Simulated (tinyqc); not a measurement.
Potential-pH (Pourbaix) lines of a metal, its cation, its oxide and an oxyanion, with a complexing ligand: one step, computed by the program tinyqc. Command: `OMP_NUM_THREADS=1 python tinyqc.py 3001559 3001560 out.jsonl pourb walk`. One thread of a shared host (Intel(R) Xeon(R) Processor @ 2.30GHz), about 0.01 s of CPU time with the checks.

Potentials are against the standard hydrogen electrode; solids and water have unit activity; dG_f of M, H+ and the electron is zero; F = e N_A and s = R T ln(10)/F. The cation carries z = 3.

Task: Standard potentials. M3+ + 3e = M; (1/2) M2O3 + 3H+ + 3e = M + (3/2) H2O; MO2(-) + 4H+ + 3e = M + 2H2O. For each, E0 = -dG/(z F), and E = E0 + (s/z) log10 a - (s n_H/z) pH, with no activity term for the oxide.

Inputs (values chosen for the exercise, for a model metal):

| quantity | value | unit |
|---|---|---|
| dG_f of the cation | -144.4 | kJ/mol |
| dG_f of the oxide | -992.89 | kJ/mol |
| dG_f of the oxyanion | -524.52 | kJ/mol |
| dG_f of water | -237.14 | kJ/mol |
| temperature T | 298.15 | K |

Species: M, M3+, M2O3, MO2(-).

Constants: R = 8.314462618 J/(mol K); e = 1.602176634e-19 C; N_A = 6.02214076e+23 1/mol.

Give: s; E0.

Result:

s = 0.059159 V

E0 (V): cation -0.49887, oxide -0.48621, oxyanion -0.17357

The metal is less noble than hydrogen.
